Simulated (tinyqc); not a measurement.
Inputs raised by 10 %, one at a time: permeation of metal atoms or ions through a thin barrier or dielectric: time lag, field-aided drift and lifetime. Computed by tinyqc, a small Python program. Command: `OMP_NUM_THREADS=1 python tinyqc.py 3020596 3020597 out.jsonl barrier sens`. One thread of a shared host (Intel(R) Xeon(R) Processor @ 2.30GHz), about 0.04 s of CPU time with the checks.

The film 0 < x < d is empty at first; C = C0 at x = 0 and C = 0 at x = d. dC/dt = D d2C/dx2 - v dC/dx with drift v = D z e V/(k_B T d) (uniform field, no space charge).

Inputs (values chosen for the exercise, for a model case: doubly charged vacancies through an oxide):

| quantity | value | unit |
|---|---|---|
| thickness d | 24 | nm |
| prefactor D0 | 0.0086 | cm^2/s |
| activation energy E | 1.21 | eV |
| concentration at the source side C0 | 3.1e+15 | 1/cm^3 |
| charge number z | 2 | - |
| voltage V (positive drives ions across) | 0.28 | V |
| critical dose Q_c | 3e+08 | 1/cm^2 |
| test temperature T | 225 | C |
| use temperature T_u | 100 | C |

Constants: k_B = 8.617333262e-05 eV/K.

Method:
- D = D0 exp(-E/(k_B T)); time scale d^2/D; Peclet number P = z V/(k_B T), k_B T in eV; 1 nm = 1e-7 cm.
- Temperatures in kelvin are T(C) + 273.15.
- Steady flux J = (D C0/d) P/(1 - exp(-P)); time lag in units of d^2/D: s_L = [P (1 + exp(-P))/(1 - exp(-P)) - 2]/P^2 (P = 0: J = D C0/d, s_L = 1/6).
- Dose through the film Q(s) = C0 d {f (s - s_L) - 2 exp(P/2) sum_(n=1..200) (-1)^n n^2 pi^2 exp(-l_n s)/l_n^2}, l_n = n^2 pi^2 + P^2/4, f = P/(1 - exp(-P)) the relative flux.
- Solve Q = Q_c for s. At the use temperature D and P take T_u, with the same C0 and V; 1 year = 3.15576e7 s.

Runs:

| input moved | from | to | failure time at T (s) | failure time at T_u (years) | steady flux J (1/(cm^2 s)) | time lag (s) |
|---|---|---|---|---|---|---|
| base run | - | - | 58.9 | 0.0192 | 8.309e+07 | 76 |
| thickness d (nm) | 24 | 26.4 | 70.0 | 0.0229 | 7.554e+07 | 92 |
| prefactor D0 (cm^2/s) | 0.0086 | 0.00946 | 53.5 | 0.0175 | 9.140e+07 | 69 |
| activation energy E (eV) | 1.21 | 1.331 | 986.8 | 0.8276 | 4.959e+06 | 1270 |
| concentration at the source side C0 (1/cm^3) | 3.1e+15 | 3.41e+15 | 57.8 | 0.0189 | 9.140e+07 | 76 |
| voltage V (positive drives ions across) (V) | 0.28 | 0.308 | 55.2 | 0.0179 | 9.140e+07 | 70 |
| critical dose Q_c (1/cm^2) | 300000000 | 330000000 | 60.0 | 0.0195 | 8.309e+07 | 76 |

Exponents ln(y'/y) / ln(x'/x):

| input | failure time at T | failure time at T_u | steady flux J | time lag |
|---|---|---|---|---|
| thickness d | 1.807 | 1.825 | -1.000 | 2.000 |
| prefactor D0 | -1.000 | -1.000 | 1.000 | -1.000 |
| activation energy E | 29.574 | 39.481 | -29.574 | 29.574 |
| concentration at the source side C0 | -0.193 | -0.175 | 1.000 | 0.000 |
| voltage V (positive drives ions across) | -0.685 | -0.735 | 1.000 | -0.829 |
| critical dose Q_c | 0.197 | 0.179 | 0.000 | 0.000 |

Among the inputs moved here: failure time at T answers most in size to activation energy E (exponent +29.574), next to thickness d (+1.807). Its exponent -1.000 in prefactor D0: D sets the clock. Failure time at T_u answers most in size to activation energy E (exponent +39.481), next to thickness d (+1.825). Steady flux J answers most in size to activation energy E (exponent -29.574), next to thickness d (-1.000); its exponent is below 0.0005 for critical dose Q_c. Its exponent +1.000 in voltage V (positive drives ions across): drift. Time lag answers most in size to activation energy E (exponent +29.574), next to thickness d (+2.000); its exponent is below 0.0005 for concentration at the source side C0, critical dose Q_c. Its exponent +2.000 in thickness d: the lag scales as d^2/D, with P independent of d.

Caution (all rows): grain boundaries, pinholes, trapping and space charge are left out; thin real barriers usually fail at defects.

Extremes, crossings and ranges named in words are read from the listed rows.
